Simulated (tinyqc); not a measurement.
Cluster expansion of a binary alloy: correlations, fit, cross-validation and ground states. Changing the second-pair interaction V2. Computed by tinyqc, a small Python program. Command: `OMP_NUM_THREADS=1 python tinyqc.py 3026385 3026386 out.jsonl clex sweep`. One thread of a shared host (Intel(R) Xeon(R) Processor @ 2.30GHz), about 0.09 s of CPU time with the checks.

s = +1 for A and -1 for B. Energy per site E = J0 + J1 P(point) + sum over clusters of m V P, with P the mean product of spins; V > 0 on a pair favours unlike neighbours. Clusters per site m: pair 1 2, pair 2 2, pair 3 2, triplet 4; the triplet is two first-neighbour bonds at a right angle. Formation energies are counted from the line between pure A and pure B, which removes J0 and J1.

Inputs (values chosen for the exercise, for a model alloy):
```
quantity,value,unit
first-pair interaction V1,-21.4,meV
third-pair interaction V3,-2.2,meV
triplet interaction Vt,-0.42,meV
noise amplitude,11,meV/site
temperature T,1400,K
fraction x of B,0.4,-
```

Lattice: square.

correlations P, counted on periodic cells:
```
,point,pair 1,pair 2,pair 3,triplet
A,1.000000,1.000000,1.000000,1.000000,1.000000
A3B p(2x2),0.500000,0.000000,0.000000,1.000000,-0.500000
A3B c(4x2),0.500000,0.000000,0.000000,0.500000,-0.500000
A2B diagonal rows,0.333333,-0.333333,0.333333,-0.333333,-0.333333
A2B rows,0.333333,0.333333,-0.333333,0.333333,0.333333
AB c(2x2),0.000000,-1.000000,1.000000,1.000000,0.000000
AB p(2x1),0.000000,0.000000,-1.000000,1.000000,0.000000
A2B2 rows,0.000000,0.500000,0.000000,0.000000,0.000000
AB2 diagonal rows,-0.333333,-0.333333,0.333333,-0.333333,0.333333
AB2 rows,-0.333333,0.333333,-0.333333,0.333333,-0.333333
AB3 p(2x2),-0.500000,0.000000,0.000000,1.000000,0.500000
AB3 c(4x2),-0.500000,0.000000,0.000000,0.500000,0.500000
B,-1.000000,1.000000,1.000000,1.000000,-1.000000
```

standard normal numbers for the noise (0 for the pure ends): A 0.000, A3B p(2x2) 0.380, A3B c(4x2) -0.557, A2B diagonal rows 0.095, A2B rows 0.809, AB c(2x2) -0.870, AB p(2x1) -0.532, A2B2 rows -0.996, AB2 diagonal rows 0.012, AB2 rows -0.313, AB3 p(2x2) -0.514, AB3 c(4x2) -0.296, B 0.000

Constants: k_B = 8.617333262e-05 eV/K.

Method:
- Design matrix of formation energies: m (P - 1) for pairs and m (P(triplet) - P(point)) for the triplet; x = (1 - P(point))/2.
- Exact: X V with V = (V1, V2, V3, Vt). The data to fit add the noise amplitude times the normal numbers, standing for what the clusters leave out.
- Leave out pair 3: A = X^T X and b = X^T E (E being the data with noise) over these three columns; solve A V = b. The root-mean-square error runs over the structures between the pure ends.
- For each set, H = X (X^T X)^-1 X^T over the structures between the ends; residual e = E - H E; leave-one-out error e_i/(1 - H_ii); both as root mean squares.
- Height above the hull = E less the lowest straight line between two structures that bracket x (or the lowest structure at the same x). The three-term fit is X V with the fitted values.
- Random alloy: P(pair) = p^2, P(triplet) = p^3, p = 1 - 2x, so H_mix = (p^2 - 1) sum m V(pairs) + (p^3 - p) m Vt; G_mix = H_mix + k_B T [x ln x + (1 - x) ln(1 - x)]. To first order in 1/T the Warren-Cowley parameter of shell 1 is alpha_1 = -(1 - p^2) V_eff/(k_B T), V_eff = V1 + (number of triplets on a first-neighbour bond) p Vt, that number being 4.

One run for each value:
```
second-pair interaction V2 (meV),lowest exact formation energy (meV/site),mixing enthalpy H_mix (meV/site),leave-one-out error without pair 3 (meV/site)
-17.0,0.0,78.27456,9.4730
-13.0,0.0,70.59456,9.4730
-8.6,0.0,62.14656,9.4730
-4.3,0.0,53.89056,9.4730
0.0,0.0,45.63456,9.4730
4.3,0.0,37.37856,9.4730
8.6,0.0,29.12256,9.4730
13.0,-9.2,20.67456,9.4730
17.0,-25.2,12.99456,9.4730
```

What does the table show?

Over the rows, lowest exact formation energy (meV/site) falls from 0 to -25.2, flat over part of the range; mixing enthalpy H_mix (meV/site) falls from 78.3 to 13.0; leave-one-out error without pair 3 (meV/site) does not change.

Extremes, crossings and ranges named in words are read from the listed rows.
